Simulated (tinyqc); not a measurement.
# Electron mobility in a silicon inversion layer, empirical terms and Matthiessen rule: effect of the temperature

Inversion layer of sheet density Ns on a uniformly doped body, under a high-permittivity gate with an interlayer. The mobility terms are empirical power laws with prefactors chosen for the exercise; adding their inverses (Matthiessen) is itself an approximation.

Nc and Nv are given at 293 K and scale as (T/293 K)^1.5; Eg is fixed. ni = sqrt(Nc Nv) exp(-Eg/(2 Vt)), Eg in volts; Ndep = sqrt(2 eps0 eps_r Nb (2 Vt ln(Nb/ni) + Vsb)/q); E = q (Ndep + eta Ns)/(eps0 eps_r), in MV/cm. With t = T/(300 K): muC = Ac (Ns/1e12 cm^-2) t/(Nb/1e17 cm^-3 + Nit/1e11 cm^-2), muP = Ap E^(-1/3) t^(-1.75), muS = As E^(-gs), muR = Ar exp(2 ti/lr)/t; 1/mu is the sum of the inverses.

Inputs (values chosen for the exercise); material values close to those of silicon: band gap Eg = 1.12 eV; relative permittivity of the semiconductor eps_r = 11.5; conduction-band density of states at the reference temperature Nc = 2.69e19 cm^-3; valence-band density of states at the reference temperature Nv = 2.53e19 cm^-3; body doping Nb = 6.1e17 cm^-3; reverse body bias Vsb = 0 V; weight of the inversion charge in the effective field eta = 0.5; phonon-limited mobility at 1 MV/cm and 300 K Ap = 392 cm^2/(V s); roughness-limited mobility at 1 MV/cm As = 634 cm^2/(V s); exponent of the roughness term gs = 2; Coulomb prefactor Ac = 1900 cm^2/(V s); charge at the interface Nit = 1.8e10 cm^-2; remote-phonon mobility without interlayer Ar = 170 cm^2/(V s); interlayer thickness ti = 0.4 nm; decay length of remote phonons lr = 0.7 nm; inversion density Ns = 2.4e12 cm^-2.

Constants: q = 1.602176634e-19 C, kB = 1.380649e-23 J/K, Vt = kB T/q, eps0 = 8.8541878128e-14 F/cm where lengths are in cm. Results are converted to the units shown.

Result of one run:
```
T (K)	E (MV/cm)	muC (cm^2/(V s))	muP (cm^2/(V s))	muS (cm^2/(V s))	muR (cm^2/(V s))	mu (cm^2/(V s))
450	0.5755	1089	231.8	1914	355.4	116.7
```

What becomes of these results when the temperature T is changed from 450 to 350 K, all else the same?

Result of the changed run:
```
T (K)	E (MV/cm)	muC (cm^2/(V s))	muP (cm^2/(V s))	muS (cm^2/(V s))	muR (cm^2/(V s))	mu (cm^2/(V s))
350	0.5992	847.1	355.0	1766	456.9	148.1
```

The whole series:
```
T (K)	E (MV/cm)	muC (cm^2/(V s))	muP (cm^2/(V s))	muS (cm^2/(V s))	muR (cm^2/(V s))	mu (cm^2/(V s))
120	0.6420	290.4	2259	1538	1333	189.2
160	0.6359	387.3	1370	1568	999.5	202.0
200	0.6292	484.1	930.1	1601	799.6	199.4
250	0.6200	605.1	632.5	1649	639.7	185.1
300	0.6100	726.1	462.2	1704	533.1	166.6
350	0.5992	847.1	355.0	1766	456.9	148.1
400	0.5877	968.2	282.9	1835	399.8	131.3
450	0.5755	1089	231.8	1914	355.4	116.7
```

As T goes from 120 to 450 K, E falls from 0.642 to 0.575 MV/cm and mu goes from 189 through a maximum of 202 (at T = 160 K among the rows listed) to 117 cm^2/(V s). The smallest term is the Coulomb one in the first row and the phonon one in the last. Coulomb scattering weakens and phonon scattering grows with T, hence the maximum. For T = 120 to 160 K dopant freeze-out and degenerate screening, left out here, matter.

Numbers from tinyqc (`OMP_NUM_THREADS=1 python tinyqc.py 2510161 2510162 out.jsonl`; about 0.01 s on one thread of a shared Intel Xeon 2.30GHz).
